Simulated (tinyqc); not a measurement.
## Nanowire ballistic transistor, top-of-the-barrier model: effect of the drain control CD/CS

At the top of the source barrier, states moving towards the drain are filled by the source (Fermi level 0) and states moving back by the drain (Fermi level -q Vd); nothing scatters. U is the shift of the band edge there, set by the capacitances CG, CD and CS (the total) and by the charge. Parabolic one-dimensional subband; the source is grounded.

N0 = gv sqrt(2 m kB T/pi)/hbar, CG = 2 pi eps0 eox/ln(1 + 2 tox/d), CS = CG/aG, n0 = n at U = 0 and Vd = 0. eta1 = -(E0 + U)/Vt, eta2 = eta1 - Vd/Vt, n = (N0/2)[F_(-1/2)(eta1) + F_(-1/2)(eta2)], F_(-1/2)(x) = (1/sqrt(pi)) int_0^infinity u^(-1/2)/(1 + exp(u - x)) du. U = UL + q (n - n0)/CS with UL = -(aG Vg + aD Vd), energies in eV. I = gv (2 q^2/h) Vt [ln(1 + exp eta1) - ln(1 + exp eta2)]. CQ = (q/Vt) dn/d(eta1). E0 is held fixed.

Parameters, values chosen for the exercise; mass and valleys close to those of gallium arsenide: temperature T = 200 K; effective mass m = 0.0701 m0; valley degeneracy gv = 1; relative permittivity of the gate insulator eox = 3.9; insulator thickness tox = 2.9 nm; wire diameter d = 3 nm; gate control CG/CS aG = 0.86; band edge at the barrier top above the source Fermi level at zero bias E0 = 0.16 eV; gate voltage Vg = 0.5 V; drain voltage Vd = 0.5 V.

Constants: q = 1.602176634e-19 C, kB = 1.380649e-23 J/K, hbar = 1.054571817e-34 J s, h = 6.62607015e-34 J s, m0 = 9.1093837015e-31 kg, Vt = kB T/q, eps0 = 8.8541878128e-14 F/cm where lengths are in cm. Results are converted to the units shown.

Effect of the drain control CD/CS:
```
aD      eta1  n (cm^-1)  I (uA)  mean velocity I/(q n) (cm/s)   CQ/CS
0      8.971    1.688e6   11.98                       4.428e7  0.3820
0.018  9.350    1.725e6   12.49                       4.519e7  0.3736
0.036  9.731    1.760e6   13.00                       4.608e7  0.3657
0.054  10.11    1.795e6   13.51                       4.696e7  0.3582
0.072  10.50    1.830e6   14.02                       4.783e7  0.3512
0.09   10.89    1.864e6   14.54                       4.870e7  0.3445
0.108  11.28    1.897e6   15.06                       4.955e7  0.3382
0.126  11.67    1.930e6   15.58                       5.039e7  0.3323
```

As aD goes from 0 to 0.126, n rises from 1.69e6 to 1.93e6 cm^-1, the mean velocity rises from 4.43e7 to 5.04e7 cm/s and the current rises from 12.0 to 15.6 uA. CQ/CS goes from 0.38 to 0.33.

Program tinyqc, `OMP_NUM_THREADS=1 python tinyqc.py 2400083 2400084 out.jsonl`; Intel Xeon 2.30GHz, shared host, one thread, about 0.04 s.
